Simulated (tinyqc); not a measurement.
Worked calculation: time-dependent dielectric breakdown: cell percolation, Weibull statistics, area scaling and voltage extrapolation. Computed by tinyqc, a small Python program that keeps every step. Command: `OMP_NUM_THREADS=1 python tinyqc.py 3002198 3002199 out.jsonl tddb walk`. One thread of a shared host (Intel(R) Xeon(R) Processor @ 2.30GHz), about 0.01 s of CPU time with the checks. Intermediate numbers are printed to about 5 digits and carried at full precision; extremes and crossings named in words are read from the listed rows.

The oxide is divided into columns of area a^2, each holding m = t_ox/a cells (m is taken as continuous). A share lambda(t) = (t/t_1)^alpha of the cells is defective, and a column whose cells are all defective breaks down.

Inputs (values chosen for the exercise, for a model gate oxide):

| quantity | value | unit |
|---|---|---|
| oxide thickness t_ox | 4.1 | nm |
| defect cell size a | 1.4 | nm |
| exponent alpha of defect growth | 0.9 | - |
| time t_1 at which the occupied share would reach 1 | 680000 | s |
| test area A | 2000 | um^2 |
| product area A_u | 1e+06 | um^2 |
| stress voltage V | 4.52 | V |
| use voltage V_u | 2.3 | V |
| local exponent n = -d ln t/d ln V at the stress voltage | 39 | - |
| activation energy E_a | 0.69 | eV |
| stress temperature T | 140 | C |
| use temperature T_u | 100 | C |
| allowed failure fraction F | 1e-06 | - |

Voltage law used: E.

Constants: k_B = 8.617333262e-05 eV/K.

## Weibull parameters from the cell model

Failure fraction F = 1 - (1 - lambda^m)^N with N = A/a^2 columns, which for small lambda^m is 1 - exp(-(t/t63)^beta) with beta = alpha m and t63 = t_1 N^(-1/beta); critical share lambda(t63) = N^(-1/m). 1 um^2 = 1e6 nm^2.

cells per column m = 2.9286

columns N = 1.0204e+09

Weibull slope beta = 2.6357

characteristic life t63 = 259.74 s

critical share of defective cells = 8.3914e-04

Times between F = 10 % and 90 % span a factor 3.22: the smaller beta = alpha m, the wider the scatter. Caution: t_1 is an input here; in a real oxide it changes with thickness at fixed voltage.

## A sample of breakdown times

uniform random numbers u: 0.3842  0.8280  0.3203  0.9331  0.7522  0.1008  0.4558  0.5806  0.2895  0.7337  0.4807

Each device fails at t = t63 (-ln(1 - u))^(1/beta). Sort the times; median rank F_i = (i - 0.3)/(n_s + 0.4) for n_s devices; W = ln(-ln(1 - F_i)).

Weibull plot:

| i | t (s) | F_i | ln t | W |
|---|---|---|---|---|
| 1 | 110.95 | 0.06140 | 4.7091 | -2.7588 |
| 2 | 172.84 | 0.14912 | 5.1524 | -1.8233 |
| 3 | 181.03 | 0.23684 | 5.1986 | -1.3083 |
| 4 | 197.36 | 0.32456 | 5.2850 | -0.9355 |
| 5 | 215.12 | 0.41228 | 5.3712 | -0.6320 |
| 6 | 221.26 | 0.50000 | 5.3993 | -0.3665 |
| 7 | 246.26 | 0.58772 | 5.5064 | -0.1210 |
| 8 | 288.86 | 0.67544 | 5.6659 | 0.1180 |
| 9 | 294.72 | 0.76316 | 5.6860 | 0.3649 |
| 10 | 321.90 | 0.85088 | 5.7742 | 0.6434 |
| 11 | 378.87 | 0.93860 | 5.9372 | 1.0261 |

## Fitting the sample

W = ln(-ln(1 - F_i)) with the median ranks F_i. Least squares in W: W = beta ln t - beta ln t63. Maximum likelihood: solve sum t^b ln t/sum t^b - 1/b = mean of ln t for b, then t63 = (mean of t^b)^(1/b).

slope by least squares = 3.2353

t63 by least squares = 267.39 s

slope by maximum likelihood = 3.5946

t63 by maximum likelihood = 265.52 s

The true values are beta = 2.636 and t63 = 260 s. With 11 devices the standard error of the maximum-likelihood slope is about 0.78 beta/sqrt(n_s) = 0.62; the fits miss by +0.60 and +0.96, and t63 by +3 and +2 %.

## Projection to use conditions

All three voltage laws share the slope n at the stress voltage. Factor t(V_u)/t(V): E law exp(n (1 - V_u/V)); 1/E law exp(n (V/V_u - 1)); power law (V/V_u)^n. Temperatures in kelvin are T(C) + 273.15. Temperature factor exp[(E_a/k_B)(1/T_u - 1/T)]; area factor (A/A_u)^(1/beta); percentile factor (-ln(1 - F))^(1/beta); life = t63 x all four; 1 year = 3.15576e7 s.

voltage factor = 2.0838e+08

temperature factor = 7.9846

area factor = 0.094624

percentile factor = 0.0052915

projected life = 6.8569 years

Area and percentile together cost 3.3 decades, voltage and temperature return 9.2; a ten-year target is missed.

## Three voltage laws

Life = t63 x voltage, temperature, area and percentile factors, the last three as above.

Log10 of the life in years:

| V_u/V | V_u (V) | E law | 1/E law | power law |
|---|---|---|---|---|
| 1.00 | 4.520 | -7.4827 | -7.483 | -7.4827 |
| 0.95 | 4.294 | -6.6359 | -6.591 | -6.6139 |
| 0.90 | 4.068 | -5.7890 | -5.601 | -5.6982 |
| 0.80 | 3.616 | -4.0952 | -3.248 | -3.7032 |
| 0.70 | 3.164 | -2.4015 | -0.224 | -1.4415 |
| 0.60 | 2.712 | -0.7077 | 3.809 | 1.1694 |
| 0.50 | 2.260 | 0.9860 | 9.455 | 4.2574 |
| 0.40 | 1.808 | 2.6798 | 17.924 | 8.0369 |

At V_u/V = 0.9 the laws differ by 0.19 decades at most, and at 0.5 by 8.5. The E law is the most cautious and the 1/E law the most hopeful. Ten years are reached at V_u/V = 0.499 (E), 0.666 (1/E), 0.606 (power). Caution: the rows at low voltage extrapolate over many decades and cannot be tested.

Checks made by the program: Weibull form against the exact column count at t63 (relative difference 2e-10).
